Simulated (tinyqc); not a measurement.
MOSFET in the linear regime without short-channel effects, parameter extraction from computed curves: one step of the calculation.

Inversion charge Q = Cox n Vt W0(exp((Vg - VT)/(n Vt))), W0 the Lambert function and n = nf; u = Q/Cox; mobility mu = mu0/(1 + th1 u + th2 u^2); channel resistance Rch = (L - dL)/(W mu Q); Id = Vd/(Rch + Rsd/W). Cox = eps0 eox/tox. Small Vd, no channel-length or drain effects.

Task. Threshold and mobility at the peak transconductance. gm_i = (Id_(i+1) - Id_(i-1))/(Vg_(i+1) - Vg_(i-1)); at the point j of largest gm the tangent meets the axis at V_ext = Vg_j - Id_j/gm_j; field-effect mobility gm_j L/(W Cox Vd) with the drawn L.

Parameters, values chosen for the exercise; channel values of the order met in silicon transistors:
- eox = 3.9 (relative permittivity of the gate insulator (close to silicon dioxide))
- tox = 3 nm (insulator thickness)
- mu0 = 170 cm^2/(V s) (low-field mobility)
- VT = 0.57 V (threshold voltage)
- W = 1 um (gate width)
- L = 0.092 um (drawn gate length)
- dL = 0.007 um (drawn less effective length)
- Vd = 0.025 V (drain voltage)

Constants: eps0 = 8.8541878128e-14 F/cm where lengths are in cm. Results are converted to the units shown.

```
point  Vg (V)       Id (uA)
0        0.37  5.4349719e-4
1        0.47   0.027619249
2        0.57    0.81952968
3        0.67     4.0241040
4        0.77     8.0911352
5        0.87     12.118826
6        0.97     15.907262
7        1.07     19.417249
8        1.17     22.654099
9        1.27     25.636757
10       1.37     28.387673
11       1.47     30.929108
```

Find: gm; j; V_ext; field-effect mobility.

Result.

gm, point 1 to 10 (uS): 4.095  19.98  36.36  40.47  39.08  36.49  33.73  31.10  28.67  26.46
j = 4
V_ext = 0.5701 V
field-effect mobility = 129.4 cm^2/(V s)

V_ext is 0.089 mV above the model VT, and the mobility so found is 30 % below mu0 L/(L - dL) = 184 cm^2/(V s), the value for the drawn L; attenuation, series resistance and the slow approach of Q to a straight line all lower the peak gm.

Numbers from tinyqc (`OMP_NUM_THREADS=1 python tinyqc.py 2210161 2210162 out.jsonl`; about 0.01 s on one thread of a shared Intel Xeon 2.30GHz).
